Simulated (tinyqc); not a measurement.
Worked calculation: chemical vapour deposition: Grove model, boundary layer, depletion and step coverage. Computed by tinyqc, a small Python program that keeps every step. Command: `OMP_NUM_THREADS=1 python tinyqc.py 3029103 3029104 out.jsonl cvd walk`. One thread of a shared host (Intel(R) Xeon(R) Processor @ 2.30GHz), about 0.01 s of CPU time with the checks. Intermediate numbers are printed to about 5 digits and carried at full precision; extremes and crossings named in words are read from the listed rows.

A precursor diffuses to the surface and reacts there at first order; each molecule that reacts adds one formula unit of film.

Inputs (values chosen for the exercise, close to those used for polysilicon from silane):

| quantity | value | unit |
|---|---|---|
| prefactor k0 of k_s | 4.4e+07 | cm/s |
| activation energy E | 1.55 | eV |
| temperature T | 650 | C |
| total pressure p | 95 | torr |
| mole fraction of the precursor Y | 0.0023 | - |
| gas diffusivity D0 at 273.15 K and 760 torr | 0.51 | cm^2/s |
| film density N | 5e+22 | formula units/cm^3 |
| precursor mass M | 32 | u |
| trench width w | 0.13 | um |
| aspect ratio of the trench | 150 | - |
| gas velocity U | 20 | cm/s |
| kinematic viscosity nu0 at 273.15 K and 760 torr | 0.22 | cm^2/s |
| susceptor length L | 11 | cm |
| channel height b | 6.4 | cm |

Reactor: horizontal, reduced pressure.

Constants: k_B = 1.380649e-23 J/K; u = 1.6605390666e-27 kg; k_B = 8.617333262e-05 eV/K.

## Gas-phase and surface constants

k_s = k0 exp(-E/(k_B T)); C_g = Y p/(k_B T), 1 torr = 133.322 Pa; D = D0 (T/273.15)^1.75 (760/p). Temperatures in kelvin are T(C) + 273.15. Mean speed c = sqrt(8 k_B T/(pi M)); reactive sticking probability beta = 4 k_s/c.

surface rate constant k_s = 0.15188 cm/s

precursor density C_g = 2.2856e+15 1/cm^3

gas diffusivity D = 34.370 cm^2/s

mean speed c = 78153 cm/s

sticking probability beta = 7.7733e-06

## Boundary layer

nu = nu0 (T/273.15)^1.75 (760/p); Re = U L/nu; mean boundary layer delta = (2/3) L/sqrt(Re), at most b/2; h_g = D/delta.

Reynolds number Re = 14.838

boundary layer delta = 1.9037 cm

mass-transfer coefficient h_g = 18.054 cm/s

## Growth rate at the inlet

Fluxes in series: C_s = C_g/(1 + k_s/h_g); growth rate G = k_s h_g/(k_s + h_g) C_g/N; 1 cm/s = 6e8 nm/min.

ratio k_s/h_g = 0.0084124

C_s/C_g = 0.99166

growth rate G at the inlet = 4.1308 nm/min

The surface reaction limits the rate, so temperature must be uniform.

## Depletion along the susceptor

Plug flow: U b dC/dx = -k_eff C with k_eff = k_s h_g/(k_s + h_g), so C falls as exp(-k_eff x/(U b)); the used share of the precursor is 1 - C(L)/C(0).

k_eff = 0.15061 cm/s

depletion length = 849.87 cm

rate at the outlet over rate at the inlet = 0.98714

rate at the outlet = 4.0777 nm/min

1.3 % of the precursor is used.

## Reaction control against transport control

The formulas are those given above.

Rates:

| T (C) | k_s (cm/s) | h_g (cm/s) | G (nm/min) | reaction limit (nm/min) | transport limit (nm/min) |
|---|---|---|---|---|---|
| 450 | 6.9373e-04 | 14.581 | 2.4288e-02 | 2.4289e-02 | 510.52 |
| 500 | 3.4656e-03 | 15.459 | 1.1347e-01 | 1.1349e-01 | 506.27 |
| 550 | 1.4240e-02 | 16.331 | 4.3761e-01 | 4.3800e-01 | 502.32 |
| 600 | 4.9766e-02 | 17.196 | 1.4389e+00 | 1.4431e+00 | 498.63 |
| 650 | 1.5188e-01 | 18.054 | 4.1308e+00 | 4.1656e+00 | 495.17 |
| 700 | 4.1330e-01 | 18.907 | 1.0523e+01 | 1.0753e+01 | 491.92 |
| 750 | 1.0199e+00 | 19.754 | 2.3999e+01 | 2.5238e+01 | 488.85 |
| 800 | 2.3135e+00 | 20.596 | 4.9071e+01 | 5.4583e+01 | 485.94 |
| 850 | 4.8789e+00 | 21.434 | 8.9592e+01 | 1.0999e+02 | 483.18 |

The apparent activation energy of G is 1.49 eV between the first rows and 1.25 eV between the last, against E = 1.55 eV. k_s stays below h_g, but mixed control begins at the hot end, which lowers the slope there. In the reaction limit the slope is E - k_B T, because C_g falls as 1/T; any further lowering comes from transport.

## Step coverage in a trench

In a long trench of width w and depth l = aspect ratio x w: Knudsen diffusivity D_K = (2w) c/3 (hydraulic diameter 2w), combined as 1/D_e = 1/D_K + 1/D; D_e d2C/dz2 = 2 k_s C/w with D_e dC/dz = -k_s C at the floor. With m = sqrt(2 k_s/(w D_e)): C(floor)/C(top) = 1/[cosh(m l) + (k_s/(D_e m)) sinh(m l)].

Knudsen diffusivity D_K = 0.67733 cm^2/s

effective diffusivity D_e = 0.66424 cm^2/s

modulus m l = 0.36573

step coverage = 0.93626

Wall collisions limit transport in the trench; then m l = aspect ratio x sqrt(3 beta)/2, 0.3622, whatever the width. Caution: the hydraulic-diameter form of D_K is rough for a slit.

Checks made by the program: step coverage against a numerical boundary-value solution (relative difference below 1e-10).
